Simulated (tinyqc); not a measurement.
Inside a calculation. Method: CCD on RHF in the sto-6g basis, frozen core, for BeH+, spin multiplicity 1. One step of it, computed by the program tinyqc.

Question. Orthogonalisation. S = U s U^T; symmetric (Loewdin) form X = U s^(-1/2) U^T, so that X^T S X = 1.

overlap S, order 1Be 1s, 1Be 2s, 1Be 2px, 1Be 2py, 1Be 2pz, 2H 1s:
```
[[1.000000, 0.254764, 0.000000, 0.000000, 0.000000, 0.061324],
 [0.254764, 1.000000, 0.000000, 0.000000, 0.000000, 0.431614],
 [0.000000, 0.000000, 1.000000, 0.000000, 0.000000, 0.000000],
 [0.000000, 0.000000, 0.000000, 1.000000, 0.000000, 0.000000],
 [0.000000, 0.000000, 0.000000, 0.000000, 1.000000, 0.503764],
 [0.061324, 0.431614, 0.000000, 0.000000, 0.503764, 1.000000]]
```

Give: eigenvalues of S; X.

Answer.

eigenvalues of S: [0.327, 0.797, 1.000, 1.000, 1.172, 1.703]

X, order 1Be 1s, 1Be 2s, 1Be 2px, 1Be 2py, 1Be 2pz, 2H 1s:
```
[[1.026, -0.142, 0.000, 0.000, -0.010, 0.020],
 [-0.142, 1.136, 0.000, 0.000, 0.126, -0.314],
 [0.000, 0.000, 1.000, 0.000, 0.000, 0.000],
 [0.000, 0.000, 0.000, 1.000, 0.000, 0.000],
 [-0.010, 0.126, 0.000, 0.000, 1.144, -0.361],
 [0.020, -0.314, 0.000, 0.000, -0.361, 1.251]]
```
